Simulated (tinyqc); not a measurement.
What each parameter does: polytypes by hexagonality, and a cubic inclusion as a quantum well.

Gap: E3 + (Es - E3) h/hs for h up to hs, then linear from Es to E2 at h = 1. Valence top Ev2 h and polarisation P2 h, both counted from 3C; Ec = Ev + gap.

A cubic inclusion of width L = N d in the host (h = 0.5) is a well of depth V = Ec(host) - Ec(3C). Square well with mass mismatch: k tan(k L/2) = (m_w/m_b) q, k = sqrt(m_w E/c), q = sqrt(m_b (V - E)/c), c = hbar^2/2m0, lowest root. The depth of the level, V - E, is its binding, and the transition to the valence top of the host is gap(host) - (V - E). The step in polarisation gives a field |F| = |P|/(eps eps0) in a thin inclusion, eps0 = 8.8541878e-12 F/m.

Constants: hbar^2/2m0 = 3.80998211 eV angstrom^2.

Inputs chosen for the exercise (of the order of those of SiC; the results hold for these values, not for the real material): E3 = 2.37 eV (gap of the cubic polytype); E2 = 3.324 eV (gap of 2H); Ev2 = 0.117 eV (valence top of 2H above that of 3C); P2 = -0.0385 C/m^2 (spontaneous polarisation of 2H); Es = 3.282 eV (gap at the hexagonality hs); hs = 0.5 (hexagonality up to which the first line holds); m = (0.324, 0.334) m0 (electron mass along c in the cubic layer and in the host); d = 2.527 angstrom (thickness of a double layer); eps = 10.1 (dielectric constant); N = 6 (double layers in the cubic inclusion).

Well depth, depth of the level, transition without the field and field.

One parameter was then changed.

Results before and after:
```
case,V (eV),depth (eV),transition (eV),|F| (MV/cm)
base,0.9705,0.7417,2.5403,2.153
changed,0.9705,0.7417,2.5403,1.959
```

Which of these changes was made? (a) m = (0.389, 0.334) m0; (b) eps = 11.1; (c) N = 7; (d) E3 = 2.35 eV; (e) Ev2 = 0.147 eV; (f) P2 = -0.0501 C/m^2; (g) E2 = 3.354 eV.

Answer: (b) eps = 11.1. Of the candidates, run in turn, only this one gives the changed row.

All candidates:
```
case,V (eV),depth (eV),transition (eV),|F| (MV/cm)
base,0.9705,0.7417,2.5403,2.153
N = 7,0.9705,0.7847,2.4973,2.153
Ev2 = 0.147 eV,0.9855,0.7555,2.5265,2.153
E3 = 2.35 eV,0.9905,0.7601,2.5219,2.153
E2 = 3.354 eV,0.9705,0.7417,2.5403,2.153
P2 = -0.0501 C/m^2,0.9705,0.7417,2.5403,2.801
eps = 11.1,0.9705,0.7417,2.5403,1.959
"m = (0.389, 0.334) m0",0.9705,0.7585,2.5235,2.153
```

Computed by tinyqc, a small Python program: `OMP_NUM_THREADS=1 python tinyqc.py 1880824 1880825 out.jsonl` (the numbers bound the seed that draws the inputs); one thread of a shared host (Intel(R) Xeon(R) Processor @ 2.30GHz), about 0.04 s for the whole set of steps.
